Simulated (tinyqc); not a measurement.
Stretching all distances: RHF, UHF, MP2, CISD and CCSD against full CI in the sto-6g basis, for H3+, spin multiplicity 1. Computed by the program tinyqc with PySCF. 

Geometry (angstrom):
```
atom       x       y       z
H     0.0000  0.0000  0.0000
H     0.0000  0.0000  0.8420
H     0.0000  0.7290  0.4210
```

All coordinates are multiplied by the scale. c0^2 is the weight of the RHF determinant in the lowest singlet FCI state (UHF is spin-contaminated and may lie near states of higher spin) and n(LUMO) the first natural occupation beyond the occupied space.

Full CI energy (hartree) and errors against it (kcal/mol):
```
scale   distance 1-2 (angstrom)     E(FCI)      RHF      UHF      MP2    CISD    CCSD  <S^2> UHF    c0^2  n(LUMO)
0.9300                   0.7831  -1.234370  13.9006  13.9006   4.0001  0.0000  0.0000     0.0000  0.9883   0.0117
1.1800                   0.9936  -1.281322  17.7678  17.7678   5.4400  0.0000  0.0000     0.0000  0.9811   0.0189
1.4200                   1.1956  -1.255090  22.7174  22.7174   7.2168  0.0000  0.0000     0.0000  0.9704   0.0296
1.6700                   1.4061  -1.202852  29.5524  29.5524   9.5315  0.0000  0.0000     0.0000  0.9536   0.0465
1.9200                   1.6166  -1.145955  38.3548  37.0920  12.2107  0.0000  0.0000     0.2061  0.9294   0.0706
2.1600                   1.8187  -1.096019  48.5928  36.3951  14.7458  0.0000  0.0000     0.5530  0.8989   0.1011
2.4100                   2.0292  -1.052919  60.6253  30.8560  16.6054  0.0000  0.0000     0.7589  0.8615   0.1386
2.6500                   2.2313  -1.020907  72.6871  22.9685  16.7371  0.0000  0.0000     0.8918  0.8237   0.1764
2.9000                   2.4418  -0.996349  84.8377  18.4823  14.2918  0.0000  0.0000     0.9310  0.7867   0.2134
```

UHF parts from RHF first at scale 1.92 of those listed, where <S^2> leaves zero. The weight c0^2 goes from 0.99 to 0.79 and n(LUMO) from 0.01 to 0.21: static correlation grows as the bonds break into open-shell fragments. The spread of the error along the curve, which distorts its shape, is CISD 0.0, CCSD 0.0, MP2 12.7, UHF 23.2, RHF 70.9 kcal/mol. With two electrons CISD and CCSD are exact.
